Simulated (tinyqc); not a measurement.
On-chip power grid, static voltage drop by conjugate gradients: two steps of the calculation.

A grid of 4 rows and 3 columns, node k = 3 row + column. Neighbours in a row are joined by Rx, in a column by Ry; pad nodes, which reach the supply through Rp: 0, 9. Each node draws I0, node 0 draws kh I0. The drops u = Vdd - V solve G u = i, with G the conductance matrix (1/Rp added on the diagonal at pad nodes).

Values chosen for this exercise:
- Vdd = 0.9 V (supply voltage)
- Rx = 0.16 ohm (resistance of a horizontal segment)
- Ry = 0.13 ohm (resistance of a vertical segment)
- Rp = 0.11 ohm (resistance from a pad node to the supply)
- I0 = 2.8 mA (load current of an ordinary node)
- kh = 8 (factor on the load at the hot node)

Question 1. Conjugate-gradient step. q = G p; a = (r.r)/(p.q); u(new) = u + a p; r(new) = r - a q; b = (r.r)(new)/(r.r); p(new) = r(new) + b p.

u at the start (mV):
```
	col 0	col 1	col 2
row 0	0	0	0
row 1	0	0	0
row 2	0	0	0
row 3	0	0	0
```

r at the start (mA):
```
	col 0	col 1	col 2
row 0	22.4	2.8	2.8
row 1	2.8	2.8	2.8
row 2	2.8	2.8	2.8
row 3	2.8	2.8	2.8
```

p at the start (mA):
```
	col 0	col 1	col 2
row 0	22.4	2.8	2.8
row 1	2.8	2.8	2.8
row 2	2.8	2.8	2.8
row 3	2.8	2.8	2.8
```

Find: q; a; u after iteration 1; r after iteration 1; b; p after iteration 1.

Answer 1.

q (mA S):
```
	col 0	col 1	col 2
row 0	476.9	-122.5	0.0
row 1	-150.8	0.0	0.0
row 2	0.0	0.0	0.0
row 3	25.5	0.0	0.0
```

a = 0.05887 ohm

u after iteration 1 (mV):
```
	col 0	col 1	col 2
row 0	1.319	0.165	0.165
row 1	0.165	0.165	0.165
row 2	0.165	0.165	0.165
row 3	0.165	0.165	0.165
```

r after iteration 1 (mA):
```
	col 0	col 1	col 2
row 0	-5.67	10.01	2.80
row 1	11.68	2.80	2.80
row 2	2.80	2.80	2.80
row 3	1.30	2.80	2.80
```

b = 0.5666

p after iteration 1 (mA):
```
	col 0	col 1	col 2
row 0	7.02	11.60	4.39
row 1	13.26	4.39	4.39
row 2	4.39	4.39	4.39
row 3	2.89	4.39	4.39
```

Question 2. Worst drop, pad currents and power lost. Pad current u/Rp; worst drop as a share of Vdd; power lost in the grid and pads sum_k i_k u_k; power delivered sum_k i_k (Vdd - u_k).

converged u (mV):
```
	col 0	col 1	col 2
row 0	3.4736525	4.3883492	4.8016021
row 1	3.9236871	4.4317722	4.7733701
row 2	3.5969026	4.2464663	4.6586863
row 3	2.3783475	3.8900020	4.5149313
```

Wanted: worst drop; share of Vdd; pad currents; power lost; power delivered.

Answer 2.

worst drop = 4.802 mV
share of Vdd = 0.5335 %
pad currents (mA): node 0 31.58, node 9 21.62
power lost = 0.2055 mW
power delivered = 47.67 mW

The pad currents add up to the total load, 53.20 mA. The worst drop is at node 2, not at the hot node.

Numbers from tinyqc (`OMP_NUM_THREADS=1 python tinyqc.py 2770155 2770156 out.jsonl`; about 0.05 s on one thread of a shared Intel Xeon 2.30GHz).
